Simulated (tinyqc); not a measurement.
Worked calculation: Rayleigh-quotient iteration on a symmetric matrix. Computed by tinyqc, a small Python program that keeps every step. Settings: method = rayleigh, shift = 0.86. Command: `OMP_NUM_THREADS=1 python tinyqc.py 27369 27370 out.jsonl` (the two numbers bound the seeds that draw the settings). One thread of a shared host (Intel(R) Xeon(R) Processor @ 2.60GHz), about 0.01 s of CPU time with the checks.

## Step 1

A:
```
          1          2          3         4         5          6
1  0.330000   0.048000   0.199000  0.546000  0.509000   0.076000
2  0.048000   0.696000  -0.192000  0.249000  0.086000  -0.335000
3  0.199000  -0.192000   0.955000  0.423000  0.178000  -0.077000
4  0.546000   0.249000   0.423000  1.689000  0.117000   0.033000
5  0.509000   0.086000   0.178000  0.117000  2.533000   0.377000
6  0.076000  -0.335000  -0.077000  0.033000  0.377000   3.144000
```

vector v at the start: 0.408248  0.408248  0.408248  0.408248  0.408248  0.408248

shift = 0.860000

solve (A - shift) w = v; v' = w/|w| with its largest component positive (the first on a tie); lambda = v'^T A v'; the next shift is lambda.

vector after step 1: 0.056477  -0.249685  -0.602093  0.727088  0.202703  0.046975

Rayleigh quotient after step 1 = 0.922061

## Step 2

As before.

vector after step 2: 0.033414  0.759398  -0.612590  0.195911  -0.001743  0.092454

Rayleigh quotient after step 2 = 0.967700

## Course of the iteration

Stop when the residual |A v - lambda v| is below 1e-9.

Steps:
```
step      lambda  residual
1     0.92206121  8.35e-01
2     0.96769954  1.32e-01
3     0.98824020  4.44e-03
4     0.98827048  2.23e-07
5     0.98827048  2.89e-16
```

all eigenvalues, for comparison: 0.053976  0.401941  0.988270  1.909548  2.605875  3.387389

Converged in 5 steps.
